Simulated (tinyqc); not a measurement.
# Trap density from one capacitance

Question. Traps spread evenly through the insulator exchange electrons with the semiconductor by tunnelling, with tau(x) = t0 exp(2 ka x) at depth x from the interface. The admittance per area Y seen at depth x obeys dY/dx = -Y^2/(i w eps0 eox) + q Nb ln(1 + i w tau)/tau, with Y(0) = i w Cs and w = 2 pi f; the gate sees Y(tox) = G + i w C. Working variable y = Y/(i w), in uF/cm^2. Cox = eps0 eox/tox. Find Nb and G/w.

Inputs (values chosen for the exercise):
```
symbol,value,unit,meaning
eox,3.85,,relative permittivity of the insulator
tox,3.9,nm,insulator thickness
Cs,0.64,uF/cm^2,semiconductor capacitance in accumulation
ka,6.3,1/nm,decay constant of the wave function in the insulator
t0,8e-9,s,time constant of a trap at the interface
f,1e5,Hz,frequency
```

Constants: q = 1.602176634e-19 C, eps0 = 8.8541878128e-14 F/cm where lengths are in cm. Results are converted to the units shown.

C = 0.38298240 uF/cm^2

Solution. C rises steadily with Nb, so one density matches; in practice ka and t0 must come from the frequency dependence.

Nb = 4.700e18 cm^-3 eV^-1
G/w = 0.003584 uF/cm^2

Program tinyqc, `OMP_NUM_THREADS=1 python tinyqc.py 2202107 2202108 out.jsonl`; Intel Xeon 2.30GHz, shared host, one thread, about 0.3 s.
